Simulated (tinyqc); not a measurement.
What moves the results: six-band Luttinger-Kohn model with strain. A value that a table varies takes the place of the one given here.

Six-band Luttinger-Kohn model in the basis |3/2,3/2>, |3/2,1/2>, |3/2,-1/2>, |3/2,-3/2>, |1/2,1/2>, |1/2,-1/2>, electron energies, zero at the top of the unstrained valence band. H = -[rows: (P+Q, -S, R, 0, -S/r2, r2 R); (-S*, P-Q, 0, R, -r2 Q, r32 S); (R*, 0, P-Q, S, r32 S*, r2 Q); (0, R*, S*, P+Q, -r2 R*, -S*/r2); (-S*/r2, -r2 Q, r32 S, -r2 R, P+Dso, 0); (r2 R*, r32 S*, r2 Q, -S/r2, 0, P+Dso)], r2 = sqrt(2), r32 = sqrt(3/2). Levels are twofold.

P = c g1 k^2 - av tr(e); Q = c g2 (kx^2 + ky^2 - 2 kz^2) - (b/2)(exx + eyy - 2 ezz); R = c sqrt3 [-g2 (kx^2 - ky^2) + 2i g3 kx ky] + (sqrt3/2) b (exx - eyy) - i d exy; S = 2 c sqrt3 g3 (kx - i ky) kz - d (exz - i eyz); c = hbar^2/2m0, e the strain tensor (not engineering shear).

s11 = (C11 + C12)/((C11 - C12)(C11 + 2 C12)), s12 = -C12/((C11 - C12)(C11 + 2 C12)), s44 = 1/C44; exx = s11 sxx + s12 (syy + szz) and cyclic, exy = s44 sxy/2; tension is positive. A uniaxial stress X along the unit vector n is s_ij = X n_i n_j.

Constants: hbar^2/2m0 = 3.80998211 eV angstrom^2.

Values chosen for the exercise (near those of InAs; not measured data): Dso = 0.391 eV (spin-orbit splitting); g1 = 19.94 (Luttinger gamma1); g2 = 8.4 (gamma2); g3 = 9.1 (gamma3); av = 0.94 eV (valence hydrostatic potential); b = -1.76 eV (tetragonal shear potential); d = -3.61 eV (trigonal shear potential); C11 = 80 GPa; C12 = 47.2 GPa; C44 = 41.6 GPa; load = biaxial (001) (kind of stress); X1 = 1 GPa (size of the stress); E_h = 15 meV (hole energy below the top); X = 1.73 GPa (stress).

## Sweep of a biaxial (001) stress

Edges at k = 0 and curvature masses of the top pair along [110] and [001] (step 0.0002 1/angstrom); at zero stress the top is fourfold and has no single curvature.

Edges and masses:
```
X (GPa)  top (eV)  second (eV)  third (eV)  splitting (meV)  m [110]  m [001]
-1.50      0.0643      -0.0594     -0.4444            123.7    0.035    0.318
-1.00      0.0429      -0.0482     -0.4181             91.0    0.035    0.318
-0.50      0.0214      -0.0283     -0.4003             49.7    0.035    0.318
0.00       0.0000       0.0000     -0.3910              0.0        -        -
0.50       0.0356      -0.0214     -0.3890             57.1    0.105    0.024
1.00       0.0770      -0.0429     -0.3928            119.9    0.126    0.023
1.50       0.1227      -0.0643     -0.4009            187.0    0.147    0.022
```

The splitting reaches 123.7 meV under compression and 187.0 meV under the same tension; linear shear terms alone would make the two equal, and the difference comes from the coupling to the split-off band. At the ends of the sweep the top pair has a mass along [110] of 0.035 under compression and 0.147 under tension, so compression gives the lighter holes along [110]; along [001] it has 0.318 and 0.022. The top edge itself moves by +64 and +123 meV. The ends of the sweep mean strains up to 2.5 %, beyond the range of linear deformation potentials.

## Which stress helps holes along [110]

Each load has size X1 (biaxial: sxx = syy); masses are curvatures of the top pair at k = 0.

Results:
```
load                         splitting (meV)  top edge (meV)  m [110]  m [001]
uniaxial [110], compression             71.4            33.2    0.024    0.165
uniaxial [110], tension                 66.0            41.5    0.283    0.027
uniaxial [100], compression            119.9            60.9    0.039    0.126
uniaxial [100], tension                 91.0            59.0    0.064    0.035
uniaxial [111], compression             53.1            22.7    0.032    0.050
uniaxial [111], tension                 46.7            30.4    0.092    0.050
biaxial (001), compression              91.0            42.9    0.035    0.318
biaxial (001), tension                 119.9            77.0    0.126    0.023
```

The lightest mass along [110] (0.024) comes with uniaxial [110], compression. The largest splitting (119.9 meV) comes with uniaxial [100], compression; biaxial (001), tension. The heaviest mass along [001] (0.318), which lowers the confinement energy in a (001) channel, comes with biaxial (001), compression. The splitting per GPa follows b (s11 - s12) for loads along cube axes and d s44 for [111]: here 2 |b| (s11 - s12) = 107.3 and |d| s44/sqrt3 = 50.1 meV per GPa in the limit of large Dso; where the splitting nears Dso, mixing with the split-off band makes it depend on the sign of the load.

## Warping of the constant-energy contours (six-band Luttinger-Kohn model)

No strain (e = 0). In the plane kz = 0, |k| where the top and second pairs lie E_h below the top, against the angle from [100]; m = c k^2/E_h.

Contours:
```
angle (degrees)  k top (1/angstrom)  k second (1/angstrom)  m top (m0)  m second (m0)
0                            0.0354                 0.0104       0.318          0.028
9                            0.0360                 0.0104       0.329          0.028
18                           0.0377                 0.0104       0.362          0.027
27                           0.0403                 0.0103       0.412          0.027
36                           0.0428                 0.0103       0.464          0.027
45                           0.0438                 0.0103       0.488          0.027
```

The heavy contour reaches 1.238 times as far along [110] as along [100], the light one 0.986 times. The warping follows g3 - g2 = 0.70 and would vanish for g2 = g3. Along [100] the heavy mass is 1/(g1 - 2 g2) = 0.318 at any energy, while the light one is 0.0277, against 1/(g1 + 2 g2) = 0.0272 at the edge, for E_h/Dso = 0.04.

## What each parameter does

Edges at k = 0 under a biaxial (001) stress X and the curvature mass of the top pair along [110] (step 0.0002 1/angstrom). Each row changes one parameter from the base and keeps the others.

Results:
```
case             top (eV)  second (eV)  third (eV)  mass (m0)
base               0.1448      -0.0742     -0.4057      0.157
Dso = 0.469 eV     0.1406      -0.0742     -0.4795      0.145
X = 1.384 GPa      0.1118      -0.0593     -0.3987      0.142
g2 = 10.08         0.1448      -0.0742     -0.4057      0.272
C12 = 37.76 GPa    0.1144      -0.0512     -0.3915      0.141
C11 = 64 GPa       0.2998      -0.1607     -0.4685      0.213
g1 = 15.952        0.1448      -0.0742     -0.4057      0.418
b = -1.408 eV      0.1155      -0.0556     -0.3950      0.142
```

The largest shifts from the base row, up to three for each result and ties (the steps differ in size, so this ranks the rows, not the parameters). top (eV): C11 +0.1550, X -0.0330, C12 -0.0304; unchanged at the printed digits by g2 and g1. second (eV): C11 -0.0865, C12 +0.0230, b +0.0186; unchanged at the printed digits by Dso, g2 and g1. third (eV): Dso -0.0738, C11 -0.0628, C12 +0.0141; unchanged at the printed digits by g2 and g1. mass (m0): g1 +0.261, g2 +0.116, C11 +0.057. The Luttinger parameters multiply k^2 and cannot move the edges; av shifts all edges alike and leaves the mass.

tinyqc: `OMP_NUM_THREADS=1 python tinyqc.py 1050084 1050085 out.jsonl`; about 0.03 s, one thread, shared Intel(R) Xeon(R) Processor @ 2.30GHz.
